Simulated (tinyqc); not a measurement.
What moves the results: Bethe-Salpeter matrix of a two-band chain (Tamm-Dancoff form). A value that a table varies takes the place of the one given here.

One valence and one conduction band, lattice period 1, mesh k = 2 pi j/N. Pair energies D(k) = Eg + 2 t sum(1 - cos k), t = tc + tv. Screened attraction W(R) = U at R = 0 and V/|R| otherwise, R over the N cells with the nearest image; W(q) = sum_R W(R) cos(q R). H(k, k') = D(k) delta - W(k - k')/Nk + 2 J/Nk for singlets (J = 0 for triplets), Nk the number of k points. With a constant transition dipole the strength of a state is f = (sum_k A_k)^2/Nk, and the f sum to 1.

Inputs chosen for the exercise: Eg = 4.1 eV (quasiparticle gap); tc = 0.53 eV (conduction hopping); tv = 0.49 eV (valence hopping); U = 1.23 eV (attraction in the same cell); V = 0 eV (attraction at one cell distance); J = 0.13 eV (exchange in the same cell); fs = (0.1, 0.25, 0.5, 1, 1.5, 2, 3) (scale factors of U and V).

## Convergence with the k mesh

Lowest triplet and singlet, and f of the singlet, against N.

Results:
```
N    Eg - E triplet (eV)  Eg - E singlet (eV)  f singlet
4                 0.4489               0.3276     0.4372
6                 0.3785               0.2635     0.4023
8                 0.3545               0.2378     0.4022
12                0.3434               0.2221     0.4186
20                0.3421               0.2190     0.4288
40                0.3421               0.2189     0.4294
100               0.3421               0.2189     0.4294
```

The coarsest mesh misjudges the singlet binding by +0.1088 eV against the finest: a mesh of N points along an axis repeats the pair every N cells. The triplet is within 1 meV of the last row from N = 20 on. The singlet is within 1 meV of the last row from N = 20 on. The more tightly bound triplet is the smaller object in R, so it needs no more points than the singlet.

## Strength of the attraction

Triplets, N = 100; U and V scaled together, as weaker screening would do. f is the weight at R = 0. For V = 0 the infinite chain has binding sqrt(4 t^2 + U^2) - 2t and f = U/sqrt(4 t^2 + U^2), t = tc + tv.

Results:
```
scale   U/t  binding (eV)      f  Eg - second level (eV)  contact formula (eV)
0.10   0.12        0.0037  0.059                 -0.0020                0.0037
0.25   0.30        0.0230  0.149                 -0.0013                0.0230
0.50   0.60        0.0907  0.289                 -0.0012                0.0907
1.0    1.21        0.3421  0.516                 -0.0011                0.3421
1.5    1.81        0.7106  0.671                 -0.0011                0.7106
2.0    2.41        1.1558  0.770                 -0.0010                1.1558
3.0    3.62        2.1764  0.875                 -0.0010                2.1764
```

The binding grows with exponent 1.98 between scales 0.1 and 0.25 and 1.56 over the last two rows (for a weak contact attraction 2 in a chain and larger in a plane, where it binds exponentially weakly, 1 for a pair held in one cell). f rises from 0.059 to 0.875. On this mesh no second level lies below the gap. 

## Exciton band

Triplets, solved in the electron-hole distance R on a ring of 60 cells, total momentum Q: D = Eg + 2 tc (1 - cos(k + Q/2)) + 2 tv (1 - cos(k - Q/2)), so the hopping in R has size |t(Q)| = sqrt(tc^2 + tv^2 + 2 tc tv cos Q) and the continuum starts at Eg + 2 (tc + tv) - 2 |t(Q)|.

Results:
```
Q/pi   |t(Q)| (eV)  continuum edge (eV)  exciton (eV)  binding (eV)  weight at R = 0
0.000       1.0200               4.1000        3.7579        0.3421            0.516
0.167       0.9853               4.1694        3.8170        0.3524            0.529
0.333       0.8836               4.3729        3.9869        0.3859            0.571
0.500       0.7218               4.6964        4.2435        0.4529            0.649
0.667       0.5112               5.1176        4.5406        0.5771            0.769
0.833       0.2668               5.6064        4.7992        0.8071            0.917
1.000       0.0400               6.0600        4.9074        1.1526            0.998
```

The exciton band is 1.1495 eV wide, against 1.9600 eV for the edge of the continuum: binding narrows it, since electron and hole must hop together. The binding grows from 0.342 to 1.153 eV as |t(Q)| falls. Between the first two rows the exciton rises 0.85 times as much as the edge, so it is heavier than the free pair.

## What each parameter does

N = 100: lowest singlet, its binding and f, and the singlet-triplet splitting. Each row changes one parameter from the base and keeps the others.

Results:
```
case          singlet (eV)  binding (eV)      f  splitting (eV)
base                3.8811        0.2189  0.429          0.1232
Eg = 4.3 eV         4.0811        0.2189  0.429          0.1232
tc = 0.69 eV        3.9084        0.1916  0.380          0.1097
tv = 0.29 eV        3.8346        0.2654  0.509          0.1446
U = 1.48 eV         3.7630        0.3370  0.513          0.1433
V = 0.1 eV          3.8367        0.2633  0.416          0.1192
J = 0.2 eV          3.9376        0.1624  0.377          0.1797
```

The largest shifts from the base row, up to three for each result and ties (the steps differ in size, so this ranks the rows, not the parameters). singlet (eV): Eg +0.2000, U -0.1181, J +0.0565. binding (eV): U +0.1181, J -0.0565, tv +0.0465; unchanged at the printed digits by Eg. f: U +0.084, tv +0.080, J -0.053; unchanged at the printed digits by Eg. splitting (eV): J +0.0565, tv +0.0214, U +0.0201; unchanged at the printed digits by Eg. At zero total momentum only the sum tc + tv enters.

Program tinyqc; command `OMP_NUM_THREADS=1 python tinyqc.py 1281194 1281195 out.jsonl`; about 0.09 s on one thread of a shared Intel(R) Xeon(R) Processor @ 2.30GHz.
